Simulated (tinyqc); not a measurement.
Two-dimensional dopant profile at a mask edge: lateral junction, overlap and effective channel length. Changing the dose Q. Computed by tinyqc, a small Python program. Command: `OMP_NUM_THREADS=1 python tinyqc.py 3023920 3023921 out.jsonl lateral sweep`. One thread of a shared host (Intel(R) Xeon(R) Processor @ 2.30GHz), about 0.01 s of CPU time with the checks.

Ions enter for y < 0; the mask (spacer, then gate) covers y > 0. x is the depth. The surface reflects dopant during the anneal.

Inputs (values chosen for the exercise, modelled on a source-drain extension in silicon): projected range R_p = 25 nm; vertical straggle = 11 nm; lateral straggle = 12 nm; anneal budget D t = 7.8e-12 cm^2; channel doping C_B = 3.2e+17 1/cm^3; gate length L_g = 310 nm; offset spacer = 15 nm; oxide thickness = 1.6 nm.

Constants: eps_0 = 8.8541878128e-12 F/m.

Method:
- Widths s_x^2 = (vertical straggle)^2 + 2 D t, s_y^2 = (lateral straggle)^2 + 2 D t. C(x, y) = V(x) (1/2) erfc(y/(sqrt2 s_y)), V(x) = Q/(sqrt(2 pi) s_x) [exp(-(x - R_p)^2/(2 s_x^2)) + exp(-(x + R_p)^2/(2 s_x^2))]; 1 nm = 1e-7 cm.
- The vertical junction far from the mask solves V(x) = C_B.
- The lateral junction at depth x solves C = C_B: y_j(x) = sqrt2 s_y erfc^-1(2 C_B/V(x)). Overlap under the gate = y_j(0) - spacer; metallurgical channel L_met = L_g - 2 overlap (tails from the two sides are not added).
- Abruptness at y_j(0) in nm per decade = ln(10) s_y sqrt(pi/2) exp(u^2) erfc(u), u = y_j/(sqrt2 s_y). Overlap capacitance per width = 3.9 eps_0 overlap/t_ox (zero if there is no overlap).

One run for each value; columns: (1) dose Q (1/cm^2); (2) lateral junction y_j(0) (nm); (3) vertical junction x_j (nm); (4) lateral abruptness (nm/decade); (5) overlap capacitance (fF/um):
```
(1)          (2)     (3)     (4)     (5)
3.00e+13   62.17  111.90  48.895  1.0181
6.90e+13   78.44  126.54  41.594  1.3692
1.60e+14   92.68  139.51  36.669  1.6765
3.60e+14  104.96  150.79  33.215  1.9415
8.30e+14  116.49  161.46  30.482  2.1904
1.90e+15  127.06  171.29  28.326  2.4184
4.40e+15  137.05  180.62  26.535  2.6341
1.00e+16  146.24  189.24  25.068  2.8325
```

What does the table show, and why?

Over the rows, lateral junction y_j(0) (nm) rises from 62.2 to 146 (exponent d ln y / d ln x 0.28 between the first rows and 0.079 between the last); vertical junction x_j (nm) rises from 112 to 189 (exponent d ln y / d ln x 0.15 between the first rows and 0.057 between the last); lateral abruptness (nm/decade) falls from 48.9 to 25.1 (exponent d ln y / d ln x -0.19 between the first rows and -0.069 between the last). Where V(0) stays far above C_B, dose enters the junctions only through about the root of a logarithm.

Caution (rows 4.40e15, 1.00e16): the peak exceeds usual solubilities, so part of the dose is inactive and diffusion is concentration dependent.

Extremes, crossings and ranges named in words are read from the listed rows.
